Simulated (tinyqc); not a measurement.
# Doping and offset from the band bending

Problem. An n-N heterojunction in equilibrium with Boltzmann electrons and no holes obeys er1 N1 g(u1/Vt) = er2 N2 g(-u2/Vt), g(t) = exp(t) - t - 1, where u1 = psi_j - psi_L and u2 = psi_R - psi_j, and u1 + u2 = dEc + Vt ln(N2 Nc1/(N1 Nc2)). Find N2 and dEc.

Values chosen for this exercise; band and dielectric values those of a made-up pair: temperature T = 300 K; relative permittivity of material 1 er1 = 9.01; conduction-band density of states of material 1 Nc1 = 9.12e17 cm^-3; relative permittivity of material 2 er2 = 8.15; conduction-band density of states of material 2 Nc2 = 2.16e18 cm^-3; donor density of material 1 N1 = 8.7e15 cm^-3.

Constants: q = 1.602176634e-19 C, kB = 1.380649e-23 J/K, Vt = kB T/q. Results are converted to the units shown.

bending psi_j - psi_L = -0.15354133 V
bending psi_R - psi_j = -0.034283386 V

Answer. Continuity of D gives N2 directly; the sum of the bendings then gives the offset.

N2 = 3.30e16 cm^-3
dEc = -0.200 eV

Computed by the program tinyqc: `OMP_NUM_THREADS=1 python tinyqc.py 2040059 2040060 out.jsonl`, one thread of a shared Intel Xeon 2.30GHz, about 0.01 s for the whole run.
